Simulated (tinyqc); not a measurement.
Inside a calculation: optical transitions of a finite quantum well. Values are carried at full precision from step to step, so a last printed digit may differ when a step is redone from the rounded ones.

Each carrier sees a square well of width L with its own depth V and masses m (inside), mb (outside); c = hbar^2/2m0, k = sqrt(m E/c), kappa = sqrt(mb (V - E)/c), and level n solves k L + 2 atan[(k/m)/(kappa/mb)] = n pi. The envelope is cos(kz) for odd n and sin(kz) for even n inside, joins exp(-kappa (|z| - L/2)) outside, and is normalised to 1. Excitons and band mixing are left out.

Constants: hbar^2/2m0 = 3.80998211 eV angstrom^2; hc = 1239.841984 eV nm; fine-structure constant alpha = 0.007297352564.

Values chosen for the exercise (near those of a GaAs well in AlGaAs; shifted at random, so the results belong to these values and not to a real crystal):
- L = 153 angstrom (well width)
- Eg = 1.543 eV (gap of the well)
- Vc = 0.203 eV (conduction offset)
- Vv = 0.114 eV (valence offset)
- me = 0.0663 m0 (electron, well)
- meb = 0.0878 m0 (electron, barrier)
- mh = 0.354 m0 (heavy hole along z, well)
- mhb = 0.401 m0 (heavy hole, barrier)
- ml = 0.0921 m0 (light hole along z, well)
- mlb = 0.1055 m0 (light hole, barrier)
- Ns = 0.21 x 1e12/cm^2 (electrons in e1)
- n_r = 3.38 (refractive index)
- G = 12 meV (half width of the line)

## Confinement energies

Up to three levels for each carrier.

Levels:
```
level,E (eV),k (1/angstrom),kappa (1/angstrom)
e1,0.0154,0.01637,0.06575
e2,0.0611,0.03261,0.05718
e3,0.1343,0.04834,0.03980
hh1,0.0035,0.01808,0.10783
hh2,0.0140,0.03611,0.10258
hh3,0.0314,0.05401,0.09324
lh1,0.0108,0.01617,0.05345
lh2,0.0425,0.03205,0.04450
lh3,0.0908,0.04684,0.02537
```

## Interband transitions

From e1 and e2 to each hole level: E = Eg + E_e + E_h, wavelength hc/E, squared overlap of the envelopes, and the strength |<S|p|v>|^2 in units of P^2 at the subband edge: overlap^2 times 1/2 (hh) or 1/6 (lh) for light polarised in the plane (TE), times 0 (hh) or 2/3 (lh) along z (TM).

Transitions:
```
pair,E (eV),wavelength (nm),overlap^2,TE,TM
e1-hh1,1.5619,793.8,0.9909,0.4955,0.0000
e1-lh1,1.5692,790.1,0.9994,0.1666,0.6663
e1-hh2,1.5724,788.5,0.0000,0.0000,0.0000
e1-hh3,1.5898,779.9,0.0048,0.0024,0.0000
e1-lh2,1.6009,774.5,0.0000,0.0000,0.0000
e2-hh1,1.6076,771.2,0.0000,0.0000,0.0000
e2-lh1,1.6149,767.7,0.0000,0.0000,0.0000
e2-hh2,1.6181,766.2,0.9676,0.4838,0.0000
e2-hh3,1.6355,758.1,0.0000,0.0000,0.0000
e2-lh2,1.6466,753.0,0.9964,0.1661,0.6642
e1-lh3,1.6492,751.8,0.0003,0.0001,0.0002
e2-lh3,1.6949,731.5,0.0000,0.0000,0.0000
```

The edge is e1-hh1 at 794 nm. Pairs of opposite parity vanish exactly; e1-hh3 is allowed by parity and reaches 0.0048, only because the two envelopes leak differently into the barriers.

## Intersubband transitions from e1

z_1j = <1|z|j>; 1/m1 = <1|1/m|1>; f_1j = (m1/c)(E_j - E_1) z_1j^2, which sums to 1 over all bound and continuum states.

Transitions:
```
pair,E (meV),wavelength (micrometre),|z| (angstrom),f
1-2,45.7,27.12,34.85,0.9700
1-3,118.9,10.43,0.00,0.0000
```

m1 = 0.0666 m0
sum of f over bound states = 0.9700

The continuum carries the remaining 0.0300. With hard walls z_12 = 16 L/(9 pi^2) = 27.56 angstrom and f_12 = 256/(27 pi^2) = 0.9607.

## Absorption of one well

For light polarised along z (a real waveguide or Brewster geometry adds an angle factor), with all electrons in e1 and none in e2, the peak fractional absorption is 4 pi alpha Ns c f_12/(n_r m1 G) and the area under the Lorentzian line is pi G times that, c = hbar^2/2m0; 1e12/cm^2 = 1e-4/angstrom^2. EF - E1 = 2 pi c Ns/m1 at zero temperature.

peak absorption = 0.264 %
area = 9.94 % meV
EF - E1 = 7.6 meV

EF lies below e2, as assumed.

## Checks

- Sum of f over all levels of a difference grid (60 cells across the well) against 1: 0.999 against 1.000.
- The strength f_12 on that grid against the matched envelopes: 0.969 against 0.970.

Computed by tinyqc, a small Python program: `OMP_NUM_THREADS=1 python tinyqc.py 1280782 1280783 out.jsonl` (the numbers bound the seed that draws the inputs); one thread of a shared host (Intel(R) Xeon(R) Processor @ 2.30GHz), about 0.1 s for the whole set of steps.
